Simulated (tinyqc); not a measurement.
## Density of surface states from the Kelvin-probe reading

Inverse problem. n-type bulk, xi = Ec - EF = Vt ln(Nc/Nd), p0 = ni^2/Nd, ni = sqrt(Nc Nv) exp(-Eg/(2 Vt)), Eg in volts. b is the upward band bending, u = b/Vt. Space charge per area, in units of q: Qc = sign(b) sqrt((2 eps0 eps_r Vt/q) [(Nd + dn)(exp(-u) - 1) + Nd u + (p0 + dn)(exp(u) - 1)]), with dn the excess density under light (flat quasi-Fermi levels; 0 in the dark). The states hold -Ds (E0 - xi - b): negative while the Fermi level lies above the neutrality level. Neutrality: Qc + Qf + (charge of the states) = 0. Work function chi + xi + b; contact potential difference CPD = (work function of the sample) - pt. Find b, Qc and Ds.

Parameters, values chosen for the exercise; band and dielectric values close to those of gallium arsenide:
```
symbol    value   unit                                                    meaning
T           300      K                                                temperature
Eg         1.44     eV                                                   band gap
eps_r      12.9                                             relative permittivity
Nc      4.34e17  cm^-3                     conduction-band density of states at T
Nv      8.89e18  cm^-3                        valence-band density of states at T
chi           4     eV                                          electron affinity
Nd       1.2e15  cm^-3                                              donor density
Qf       1.3e10  cm^-2                       fixed positive charge at the surface
pt            5     eV                             work function of the probe tip
E0         0.37     eV  depth of their neutrality level below the conduction edge
```

Constants: q = 1.602176634e-19 C, kB = 1.380649e-23 J/K, Vt = kB T/q, eps0 = 8.8541878128e-14 F/cm where lengths are in cm. Results are converted to the units shown.

CPD = -650.35516 mV

Answer. The CPD gives b, b gives Qc, and neutrality gives Ds.

b = 0.1974 V
Qc = 5.417e10 cm^-2
Ds = 3.300e12 cm^-2 eV^-1

Computed by the program tinyqc: `OMP_NUM_THREADS=1 python tinyqc.py 2430092 2430093 out.jsonl`, one thread of a shared Intel Xeon 2.30GHz, about 0.01 s for the whole run.
